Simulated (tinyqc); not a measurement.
## Amplitude against the length of the filling pulse

In DLTS the amplitude of the capacitance transient follows the share of traps filled by the pulse. In the neutral layer an empty trap fills as 1 - exp(-tp/tc), tc = 1/(sn vth(T) Nd), vth(T) = vth (T/300 K)^0.5; emission during the pulse and slow capture at the depletion edge are neglected.

Parameters, values chosen for the exercise:
```
symbol    value   unit                       meaning
vth       2.2e7   cm/s     thermal velocity at 300 K
Nd       7.2e14  cm^-3         shallow donor density
sn      1.3e-17   cm^2         capture cross-section
T           165      K  temperature of the transient
```

Result of one run:

| tp/tc | amplitude over its full value | ln(1 - that) |
|---|---|---|
| 0.1833 | 0.1674 | -0.1833 |

Which pulse length tp gave this result: 6.6e-7, 1.2e-6, 2.2e-6 or 7.3e-6 s?

tp = 1.2e-6 s.

The whole series:

| tp (s) | tp/tc | amplitude over its full value | ln(1 - that) |
|---|---|---|---|
| 3.6e-7 | 0.05498 | 0.05349 | -0.05498 |
| 6.6e-7 | 0.1008 | 0.09588 | -0.1008 |
| 1.2e-6 | 0.1833 | 0.1674 | -0.1833 |
| 2.2e-6 | 0.3360 | 0.2854 | -0.3360 |
| 4e-6 | 0.6109 | 0.4571 | -0.6109 |
| 7.3e-6 | 1.115 | 0.6720 | -1.115 |
| 1.3e-5 | 1.985 | 0.8627 | -1.985 |
| 2.4e-5 | 3.665 | 0.9744 | -3.665 |
| 4.5e-5 | 6.872 | 0.9990 | -6.872 |

The amplitude rises from 0.0535 to 0.999 of its full value. The last column is linear in tp with slope -1/tc, tc = 6.55e-6 s, which gives the cross-section from Nd and vth, independently of the Arrhenius intercept; 99 % filling needs 3.02e-5 s.

Numbers from tinyqc (`OMP_NUM_THREADS=1 python tinyqc.py 2050005 2050006 out.jsonl`; about 0.01 s on one thread of a shared Intel Xeon 2.30GHz).
